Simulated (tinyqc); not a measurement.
Monte Carlo simulation of one carrier in a uniform electric field: one step, computed by the program tinyqc.

The force e F acts along +z. Flights end at the constant total rate Gamma; the part of Gamma that the real rates do not fill is self-scattering, which leaves k unchanged. One valley, no impurities and no intervalley scattering.

Question. Flight 1. Kane band: hbar^2 k^2/(2 m) = E (1 + alpha E), speed v = hbar k/(m (1 + 2 alpha E)), states per spin, volume and energy g(E) = m k (1 + 2 alpha E)/(2 pi^2 hbar^2); overlap factors are set to 1. Masses are multiplied by m_0 and all formulas are in SI units. Flight: t = -ln(r1)/Gamma; k_z grows by e F t/hbar; E follows from the band; dz = (E_end - E_start)/(e F). Use row 1 of the random numbers.

Inputs (values chosen for the exercise, modelled on GaSb):
```
quantity                 value   unit
effective mass m        0.0398    m_0
non-parabolicity alpha     1.2   1/eV
lattice temperature T      100      K
electric field F          0.34  kV/cm
```

Crystal: polar. Band: Kane.

starting wave vector (1/nm): -0.26  -0.17  -0.15

Random numbers (0.02 to 0.98, from up to 60 sets tried for early real events), one row a flight:
```
       r1      r2      r3      r4
1  0.7040  0.4054  0.3302  0.5915
2  0.6160  0.2548  0.2750  0.7632
3  0.0215  0.5756  0.8629  0.3845
4  0.5493  0.9435  0.0448  0.4331
5  0.6077  0.5115  0.0957  0.2801
6  0.9036  0.7226  0.4115  0.9097
7  0.2534  0.2420  0.5709  0.5005
```

Gamma = 3.344091 1e12/s

Constants: e = 1.602176634e-19 C; hbar = 1.054571817e-34 J s; m_0 = 9.1093837015e-31 kg.

Give: flight time t; k at the end of the flight; energy at the end; displacement dz.

Answer.

flight time t = 104.95 fs

k at the end of the flight (1/nm): -0.26000  -0.17000  -0.14458

energy at the end = 100.31 meV

displacement dz = -36.197 nm
